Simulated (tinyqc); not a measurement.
Inside a calculation. Model: a spin-degenerate level with charging energy between two leads, rate equations.

tinyqc, about 0.01 s, one thread, Intel Xeon 2.30GHz (shared host): `OMP_NUM_THREADS=1 python tinyqc.py 2780036 2780037 out.jsonl` Printed values are rounded.

States 0, up, down and 2 with energies 0, e1 - Ez/2, e1 + Ez/2 and 2 e1 + U. mu_L = +V/2, mu_R = -V/2 (meV), f(x) = 1/(1 + exp(x/kB T)). A transition that adds one electron of given spin at the energy E has the rate G f(E - mu) from each lead, and its reverse G [1 - f(E - mu)]. I counts electrons leaving the left lead, times q.

Values chosen for this exercise:
- U = 4.7 meV (charging energy of the second electron)
- e1 = 1.77 meV (level)
- GL = 0.17 1/ns (tunnel rate to the left lead)
- GR = 2 1/ns (tunnel rate to the right lead)
- T = 3.1 K (temperature)
- V = 2.2 mV (bias)
- Ez = 0 meV (Zeeman splitting)
- dt = 0.16 ns (time step)

Constants: q = 1.602176634e-19 C, kB = 1.380649e-23 J/K, Vt = kB T/q. Results are converted to the units shown.

Range of the model: Rate equations need hbar G well below kB T; cotunnelling and the Kondo effect are left out.

## Transition energies and Fermi factors

Transition energies: 0-up e1 - Ez/2, 0-down e1 + Ez/2, up-2 e1 + U + Ez/2, down-2 e1 + U - Ez/2.

| transition | E (meV) | fL | fR (1e-5) |
|---|---|---|---|
| 0-up | 1.77000 | 0.0752941 | 2.15840 |
| 0-down | 1.77000 | 0.0752941 | 2.15840 |
| up-2 | 6.47000 | 0.0000000 | 0.00000 |
| down-2 | 6.47000 | 0.0000000 | 0.00000 |

## Rate matrix

dp/dt = W p; W_ji is the rate from state i to j, and each column sums to zero.

W (1/ns):

|  | 0 | up | down | 2 |
|---|---|---|---|---|
| 0 | -0.02569 | 2.15716 | 2.15716 | 0.00000 |
| up | 0.01284 | -2.15716 | 0.00000 | 2.17000 |
| down | 0.01284 | 0.00000 | -2.15716 | 2.17000 |
| 2 | 0.00000 | 0.00000 | 0.00000 | -4.34000 |

## Steady state and current

Steady state: W p = 0 with sum p = 1. I = q GL sum over transitions i-j of [fL p_i - (1 - fL) p_j].

p: 0 0.988233, up 0.005884, down 0.005884, 2 0.000000
mean number of electrons = 0.0117674
I = 3.75693 pA

In units of q GL GR/(GL + GR) = 25.1 pA the current is 0.150; two independent spin channels fully inside the bias window would give 2.

## Step 1: time step

p at the start: 0 1, up 0, down 0, 2 0

Explicit Euler step: p(new) = p + dt W p.

p after step 1: 0 0.995890, up 0.002055, down 0.002055, 2 0.000000

## Step 2: time step

As before.

p after step 2: 0 0.993216, up 0.003392, down 0.003392, 2 0.000000

## Relaxation from the empty dot

Stop when no probability changes by more than 1e-8 in a step, or after 400 steps.

Course of the iteration:

| step | p(0) | p(up) / 1e-3 | p(down) / 1e-3 | p(2) / 1e-13 | largest change |
|---|---|---|---|---|---|
| 1 | 0.995890 | 2.05491 | 2.05491 | 0.00000 | 4.11e-3 |
| 2 | 0.993216 | 3.39213 | 3.39213 | 2.08712 | 2.67e-3 |
| 3 | 0.991475 | 4.26232 | 4.26232 | 4.08312 | 1.74e-3 |
| 4 | 0.990343 | 4.82859 | 4.82859 | 5.57693 | 1.13e-3 |
| 5 | 0.989606 | 5.19709 | 5.19709 | 6.60859 | 7.37e-4 |
| 6 | 0.989126 | 5.43689 | 5.43689 | 7.29814 | 4.80e-4 |
| 7 | 0.988814 | 5.59294 | 5.59294 | 7.75242 | 3.12e-4 |
| 8 | 0.988611 | 5.69448 | 5.69448 | 8.04975 | 2.03e-4 |
| ... | ... | ... | ... | ... | ... |
| 25 | 0.988233 | 5.88356 | 5.88356 | 8.60550 | 1.37e-7 |
| 26 | 0.988233 | 5.88361 | 5.88361 | 8.60563 | 8.89e-8 |
| 27 | 0.988233 | 5.88364 | 5.88364 | 8.60571 | 5.79e-8 |
| 28 | 0.988233 | 5.88366 | 5.88366 | 8.60577 | 3.77e-8 |
| 29 | 0.988233 | 5.88367 | 5.88367 | 8.60580 | 2.45e-8 |
| 30 | 0.988233 | 5.88368 | 5.88368 | 8.60583 | 1.59e-8 |
| 31 | 0.988233 | 5.88368 | 5.88368 | 8.60584 | 1.04e-8 |
| 32 | 0.988233 | 5.88368 | 5.88368 | 8.60585 | 6.75e-9 |

The steps settle after 32 steps (5.12 ns) on the steady state above. The decay rates of W are 2.16, 2.18 and 4.34 1/ns; stability needs dt below 2 over the largest, 0.461 ns.
